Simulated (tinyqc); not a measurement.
Worked calculation: MP2 on RHF in the 6-31g basis, for H3+, spin multiplicity 1. One step of it, computed by the program tinyqc.

Question. Iteration 1: building the Fock matrix. J_ij = sum D_kl (ij|kl), K_ij = sum D_kl (ik|jl); F = H + J - 0.5 K; E = tr D H + tr D J / 2 - 0.25 tr D K + E_nn.

D at the start, order 1H 1s, 1H 2s, 2H 1s, 2H 2s, 3H 1s, 3H 2s:
$$\begin{pmatrix}
0.293434 & 0.067488 & 0.293434 & 0.067488 & 0.265577 & 0.062970 \\
0.067488 & 0.015522 & 0.067488 & 0.015522 & 0.061081 & 0.014483 \\
0.293434 & 0.067488 & 0.293434 & 0.067488 & 0.265577 & 0.062970 \\
0.067488 & 0.015522 & 0.067488 & 0.015522 & 0.061081 & 0.014483 \\
0.265577 & 0.061081 & 0.265577 & 0.061081 & 0.240365 & 0.056992 \\
0.062970 & 0.014483 & 0.062970 & 0.014483 & 0.056992 & 0.013513
\end{pmatrix}$$

core Hamiltonian H = T + V (hartree), order 1H 1s, 1H 2s, 2H 1s, 2H 2s, 3H 1s, 3H 2s:
$$\begin{pmatrix}
-1.383494 & -1.209340 & -0.773275 & -0.910817 & -0.673658 & -0.864071 \\
-1.209340 & -1.352794 & -0.910817 & -1.170422 & -0.852973 & -1.133552 \\
-0.773275 & -0.910817 & -1.383494 & -1.209340 & -0.673658 & -0.864071 \\
-0.910817 & -1.170422 & -1.209340 & -1.352794 & -0.852973 & -1.133552 \\
-0.673658 & -0.852973 & -0.673658 & -0.852973 & -1.343548 & -1.186318 \\
-0.864071 & -1.133552 & -0.864071 & -1.133552 & -1.186318 & -1.334973
\end{pmatrix}$$

Two-electron integrals (ij|kl) in chemists' order, unique and non-zero (hartree):
```
(11|11) 1.076566   (21|11) 0.578470   (21|21) 0.329423   (22|11) 0.587396
(22|21) 0.361304   (22|22) 0.453150   (31|11) 0.269570   (31|21) 0.155706
(31|22) 0.173720   (31|31) 0.096569   (32|11) 0.277049   (32|21) 0.170830
(32|22) 0.212661   (32|31) 0.113320   (32|32) 0.151882   (33|11) 0.566978
(33|21) 0.358703   (33|22) 0.463047   (33|31) 0.269570   (33|32) 0.385584
(33|33) 1.076566   (41|11) 0.385584   (41|21) 0.220700   (41|22) 0.244015
(41|31) 0.113320   (41|32) 0.127570   (41|33) 0.277049   (41|41) 0.151882
(42|11) 0.435268   (42|21) 0.269863   (42|22) 0.344565   (42|31) 0.145955
(42|32) 0.189806   (42|33) 0.435268   (42|41) 0.189806   (42|42) 0.283033
(43|11) 0.358703   (43|21) 0.225704   (43|22) 0.292690   (43|31) 0.155706
(43|32) 0.220700   (43|33) 0.578470   (43|41) 0.170830   (43|42) 0.269863
(43|43) 0.329423   (44|11) 0.463047   (44|21) 0.292690   (44|22) 0.391066
(44|31) 0.173720   (44|32) 0.244015   (44|33) 0.587396   (44|41) 0.212661
(44|42) 0.344565   (44|43) 0.361304   (44|44) 0.453150   (51|11) 0.222563
(51|21) 0.129389   (51|22) 0.145825   (51|31) 0.067913   (51|32) 0.077322
(51|33) 0.166117   (51|41) 0.090159   (51|42) 0.115124   (51|43) 0.103464
(51|44) 0.129873   (51|51) 0.068881   (52|11) 0.250067   (52|21) 0.155271
(52|22) 0.196047   (52|31) 0.083626   (52|32) 0.105551   (52|33) 0.233379
(52|41) 0.109737   (52|42) 0.159966   (52|43) 0.146503   (52|44) 0.189160
(52|51) 0.089474   (52|52) 0.134503   (53|11) 0.166117   (53|21) 0.103464
(53|22) 0.129873   (53|31) 0.067913   (53|32) 0.090159   (53|33) 0.222563
(53|41) 0.077322   (53|42) 0.115124   (53|43) 0.129389   (53|44) 0.145825
(53|51) 0.058702   (53|52) 0.085751   (53|53) 0.068881   (54|11) 0.233379
(54|21) 0.146503   (54|22) 0.189160   (54|31) 0.083626   (54|32) 0.109737
(54|33) 0.250067   (54|41) 0.105551   (54|42) 0.159966   (54|43) 0.155271
(54|44) 0.196047   (54|51) 0.085751   (54|52) 0.132714   (54|53) 0.089474
(54|54) 0.134503   (55|11) 0.532545   (55|21) 0.339860   (55|22) 0.448078
(55|31) 0.186085   (55|32) 0.243339   (55|33) 0.532545   (55|41) 0.243339
(55|42) 0.373330   (55|43) 0.339860   (55|44) 0.448078   (55|51) 0.222563
(55|52) 0.361798   (55|53) 0.222563   (55|54) 0.361798   (55|55) 1.076566
(61|11) 0.361798   (61|21) 0.207249   (61|22) 0.229431   (61|31) 0.101911
(61|32) 0.113608   (61|33) 0.242157   (61|41) 0.140735   (61|42) 0.174895
(61|43) 0.151172   (61|44) 0.192855   (61|51) 0.089474   (61|52) 0.110407
(61|53) 0.073466   (61|54) 0.104766   (61|55) 0.250067   (61|61) 0.134503
(62|11) 0.415373   (62|21) 0.257831   (62|22) 0.330084   (62|31) 0.130926
(62|32) 0.165982   (62|33) 0.369227   (62|41) 0.177695   (62|42) 0.260868
(62|43) 0.232268   (62|44) 0.306762   (62|51) 0.119146   (62|52) 0.171573
(62|53) 0.111980   (62|54) 0.168139   (62|55) 0.415373   (62|61) 0.171573
(62|62) 0.262856   (63|11) 0.242157   (63|21) 0.151172   (63|22) 0.192855
(63|31) 0.101911   (63|32) 0.140735   (63|33) 0.361798   (63|41) 0.113608
(63|42) 0.174895   (63|43) 0.207249   (63|44) 0.229431   (63|51) 0.073466
(63|52) 0.104766   (63|53) 0.089474   (63|54) 0.110407   (63|55) 0.250067
(63|61) 0.102909   (63|62) 0.157023   (63|63) 0.134503   (64|11) 0.369227
(64|21) 0.232268   (64|22) 0.306762   (64|31) 0.130926   (64|32) 0.177695
(64|33) 0.415373   (64|41) 0.165982   (64|42) 0.260868   (64|43) 0.257831
(64|44) 0.330084   (64|51) 0.111980   (64|52) 0.168139   (64|53) 0.119146
(64|54) 0.171573   (64|55) 0.415373   (64|61) 0.157023   (64|62) 0.252900
(64|63) 0.171573   (64|64) 0.262856   (65|11) 0.339860   (65|21) 0.215443
(65|22) 0.284161   (65|31) 0.116933   (65|32) 0.153175   (65|33) 0.339860
(65|41) 0.153175   (65|42) 0.235494   (65|43) 0.215443   (65|44) 0.284161
(65|51) 0.129389   (65|52) 0.207249   (65|53) 0.129389   (65|54) 0.207249
(65|55) 0.578470   (65|61) 0.155271   (65|62) 0.257831   (65|63) 0.155271
(65|64) 0.257831   (65|65) 0.329423   (66|11) 0.448078   (66|21) 0.284161
(66|22) 0.382753   (66|31) 0.149423   (66|32) 0.198936   (66|33) 0.448078
(66|41) 0.198936   (66|42) 0.313077   (66|43) 0.284161   (66|44) 0.382753
(66|51) 0.145825   (66|52) 0.229431   (66|53) 0.145825   (66|54) 0.229431
(66|55) 0.587396   (66|61) 0.196047   (66|62) 0.330084   (66|63) 0.196047
(66|64) 0.330084   (66|65) 0.361304   (66|66) 0.453150
```

nuclear repulsion = 1.67373073 hartree

Give: Coulomb J; exchange K; Fock matrix F; total energy of this density.

Answer.

Coulomb J (hartree), order 1H 1s, 1H 2s, 2H 1s, 2H 2s, 3H 1s, 3H 2s:
$$\begin{pmatrix}
1.4233 & 0.8426 & 0.4833 & 0.6004 & 0.4024 & 0.5644 \\
0.8426 & 0.9943 & 0.6004 & 0.8260 & 0.5480 & 0.7919 \\
0.4833 & 0.6004 & 1.4233 & 0.8426 & 0.4024 & 0.5644 \\
0.6004 & 0.8260 & 0.8426 & 0.9943 & 0.5480 & 0.7919 \\
0.4024 & 0.5480 & 0.4024 & 0.5480 & 1.3492 & 0.8073 \\
0.5644 & 0.7919 & 0.5644 & 0.7919 & 0.8073 & 0.9706
\end{pmatrix}$$

exchange K (hartree), order 1H 1s, 1H 2s, 2H 1s, 2H 2s, 3H 1s, 3H 2s:
$$\begin{pmatrix}
0.9614 & 0.7737 & 0.7071 & 0.7085 & 0.6286 & 0.6784 \\
0.7737 & 0.7111 & 0.7085 & 0.6901 & 0.6415 & 0.6644 \\
0.7071 & 0.7085 & 0.9614 & 0.7737 & 0.6286 & 0.6784 \\
0.7085 & 0.6901 & 0.7737 & 0.7111 & 0.6415 & 0.6644 \\
0.6286 & 0.6415 & 0.6286 & 0.6415 & 0.8291 & 0.6922 \\
0.6784 & 0.6644 & 0.6784 & 0.6644 & 0.6922 & 0.6670
\end{pmatrix}$$

Fock matrix F (hartree), order 1H 1s, 1H 2s, 2H 1s, 2H 2s, 3H 1s, 3H 2s:
$$\begin{pmatrix}
-0.4409 & -0.7535 & -0.6435 & -0.6647 & -0.5856 & -0.6388 \\
-0.7535 & -0.7140 & -0.6647 & -0.6895 & -0.6257 & -0.6739 \\
-0.6435 & -0.6647 & -0.4409 & -0.7535 & -0.5856 & -0.6388 \\
-0.6647 & -0.6895 & -0.7535 & -0.7140 & -0.6257 & -0.6739 \\
-0.5856 & -0.6257 & -0.5856 & -0.6257 & -0.4089 & -0.7251 \\
-0.6388 & -0.6739 & -0.6388 & -0.6739 & -0.7251 & -0.6978
\end{pmatrix}$$

total energy of this density = -1.240259 hartree
